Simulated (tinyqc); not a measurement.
# Front-illuminated p-i-n photodiode, quantum efficiency and bandwidth: two studies

Light enters through a p layer (0 to xp), a depleted layer (xp to xp + wi) and a thick n substrate, decaying as exp(-al x); one pass, no back reflection. Carriers made in the depleted layer are all collected; those in the neutral layers diffuse.

Parameters, values chosen for the exercise; values close to those of gallium arsenide at this wavelength: wavelength lam = 850 nm; absorption coefficient al = 9560 1/cm; reflectance of the front face Rf = 0.1; relative permittivity eps_r = 13.3; thickness of the front p layer xp = 0.47 um; thickness of the depleted layer wi = 0.43 um; electron diffusion coefficient in the p layer Dn = 74 cm^2/s; electron diffusion length in the p layer Ln = 3.8 um; recombination velocity of the front surface S = 3000 cm/s; hole diffusion length in the thick n substrate Lp = 40 um; electron drift velocity ve = 7.97e6 cm/s; hole drift velocity vh = 5.52e6 cm/s; diameter dia = 26 um; load resistance RL = 50 ohm; parasitic capacitance Cp = 5 fF.

Constants: q = 1.602176634e-19 C, h = 6.62607015e-34 J s, c = 299792458 m/s, eps0 = 8.8541878128e-14 F/cm where lengths are in cm. Results are converted to the units shown.

Each table varies one quantity; the others keep the values above.

## Efficiency and bandwidth against the thickness of the depleted layer

k = al Ln, s = S Ln/Dn, e = exp(-al xp); front layer f1 = (k/(k^2 - 1)) {[s + k - e (s cosh(xp/Ln) + sinh(xp/Ln))]/[s sinh(xp/Ln) + cosh(xp/Ln)] - k e}; depleted layer f2 = e (1 - exp(-al wi)); substrate f3 = e exp(-al wi) al Lp/(1 + al Lp); external efficiency (1 - Rf)(f1 + f2 + f3); responsivity = efficiency q lam/(h c). Drift response for pairs made in the depleted layer, a = al wi, g = 1 - exp(-a), u = 2 pi i f, te = wi/ve, th = wi/vh: electrons He = [g - a (exp(-a) - exp(-u te))/(u te - a)]/(u te g), holes Hh = [g - a (1 - exp(-a - u th))/(a + u th)]/(u th g); C = eps0 eps_r pi (dia/2)^2/wi + Cp; total |He + Hh|/sqrt(1 + (2 pi f RL C)^2), for the current of the depleted layer alone. Limits are the frequencies at which each factor falls to 1/sqrt(2); inverse-square sum (f_transit^-2 + f_RC^-2)^(-1/2); the diffusion currents f1 and f3 are left out of the bandwidth.

Efficiency and bandwidth against the thickness of the depleted layer:
```
wi (um),f2,f1 + f3,responsivity (A/W),transit limit (GHz),RC limit (GHz),3 dB bandwidth (GHz),inverse-square sum (GHz),bandwidth x (1 - Rf) f2 (GHz)
0.054,0.03210,0.9502,0.6061,652.5,2.737,2.737,2.737,0.07909
0.09,0.05260,0.9302,0.6064,392.4,4.549,4.549,4.549,0.2154
0.15,0.08524,0.8984,0.6069,236.3,7.546,7.541,7.542,0.5785
0.26,0.1404,0.8446,0.6078,137.3,12.97,12.89,12.91,1.629
0.43,0.2151,0.7719,0.6089,83.89,21.16,20.30,20.52,3.929
0.72,0.3175,0.6720,0.6106,50.94,34.66,27.54,28.66,7.868
1.2,0.4355,0.5571,0.6124,31.31,55.74,26.34,27.30,10.32
2,0.5438,0.4515,0.6141,19.34,87.78,18.72,18.89,9.160
3.4,0.6133,0.3837,0.6152,11.61,136.1,11.56,11.57,6.379
```

What does the table show?

As wi goes from 0.054 to 3.4, the responsivity rises from 0.606 to 0.615 A/W and the bandwidth goes from 2.74 through a maximum of 27.5 (at wi = 0.72 among the rows listed) to 11.6 GHz. The RC limit is the lower one for wi = 0.054, 0.09, 0.15, 0.26, 0.43, 0.72, the transit limit elsewhere. Adding inverse squares of the two limits is within 4.1 % of the full result. The product of bandwidth and fast efficiency goes from 0.0791 through a maximum of 10.3 (at wi = 1.2 among the rows listed) to 6.38 GHz. In every row the diffusion currents exceed 0.3 of the drift current; their own response times, left out, may then shape the whole response.

## Efficiency and bandwidth against the absorption coefficient

Same model as above.

lam is held fixed while al varies.

The same in every row: RC limit (GHz) = 21.16.

Efficiency and bandwidth against the absorption coefficient:
```
al (1/cm),f2,f1 + f3,responsivity (A/W),transit limit (GHz),3 dB bandwidth (GHz),inverse-square sum (GHz),bandwidth x (1 - Rf) f2 (GHz)
30,0.001287,0.1083,0.06759,81.66,20.25,20.49,0.02347
90,0.003846,0.2668,0.1670,81.67,20.25,20.49,0.07011
300,0.01264,0.5448,0.3440,81.72,20.26,20.49,0.2304
900,0.03639,0.7629,0.4932,81.87,20.26,20.49,0.6635
3000,0.1051,0.8354,0.5803,82.37,20.27,20.50,1.917
9000,0.2102,0.7756,0.6082,83.76,20.30,20.52,3.840
30000,0.1769,0.8172,0.6134,87.95,20.38,20.58,3.245
90000,0.01425,0.9775,0.6119,91.82,20.46,20.62,0.2624
3e5,7.524e-7,0.9907,0.6113,85.05,20.38,20.54,1.380e-5
```

As al goes from 30 to 3e5, the responsivity goes from 0.0676 through a maximum of 0.613 (at al = 30000 among the rows listed) to 0.611 A/W and the bandwidth goes from 20.3 through a maximum of 20.5 (at al = 90000 among the rows listed) to 20.4 GHz. The RC limit is the lower one in every row. Adding inverse squares of the two limits is within 1.1 % of the full result. Strong absorption puts the pairs into the front layer, where they must diffuse against surface loss; weak absorption lets light pass beyond a diffusion length of the junction. In every row the diffusion currents exceed 0.3 of the drift current; their own response times, left out, may then shape the whole response.

Program tinyqc, `OMP_NUM_THREADS=1 python tinyqc.py 2250038 2250039 out.jsonl`; Intel Xeon 2.30GHz, shared host, one thread, about 0.01 s.
